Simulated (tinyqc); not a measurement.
From results back to parameters: hole subbands of a hard-walled well, four-band Luttinger model. Three cases, with inputs chosen for the exercise.

Problem. At k = 0 in a hard-walled well HHn = c (g1 - 2 g2)(n pi/L)^2 - Z0 and LHn = c (g1 + 2 g2)(n pi/L)^2 + Z0, c = hbar^2/2m0. Two spacings were computed from hidden g1 and g2.

Constants: hbar^2/2m0 = 3.80998211 eV angstrom^2.

Case 1.

Values chosen (out of a larger set: near those of GaAs; not measured data): L = 150 angstrom (well width along [001]); Z0 = 0.0397 eV (shear strain energy).

HH2 - HH1 = 14.690 meV
LH1 - HH1 = 93.171 meV

Case 2.

Values chosen (out of a larger set: near those of GaAs; not measured data): L = 55 angstrom (well width along [001]); Z0 = 0.0558 eV (shear strain energy).

HH2 - HH1 = 107.402 meV
LH1 - HH1 = 214.029 meV

Case 3.

Values chosen (out of a larger set: near those of InP; not measured data): L = 65 angstrom (well width along [001]); Z0 = 0.0208 eV (shear strain energy).

HH2 - HH1 = 50.464 meV
LH1 - HH1 = 98.561 meV

Find: u = c (pi/L)^2; g2; g1.
Solution. HH2 - HH1 = 3u (g1 - 2 g2) and LH1 - HH1 = 4 u g2 + 2 Z0.

Case 1.

u = c (pi/L)^2 = 1.671 meV
g2 = 2.06
g1 = 7.05

Case 2.

u = c (pi/L)^2 = 12.431 meV
g2 = 2.06
g1 = 7.00

Case 3.

u = c (pi/L)^2 = 8.900 meV
g2 = 1.60
g1 = 5.09

Computed by tinyqc, one run a case: `OMP_NUM_THREADS=1 python tinyqc.py N N+1 out.jsonl` with N = 1281839, 1281897, 1281915; one thread of a shared Intel(R) Xeon(R) Processor @ 2.30GHz, about 0.4 s a run at most.
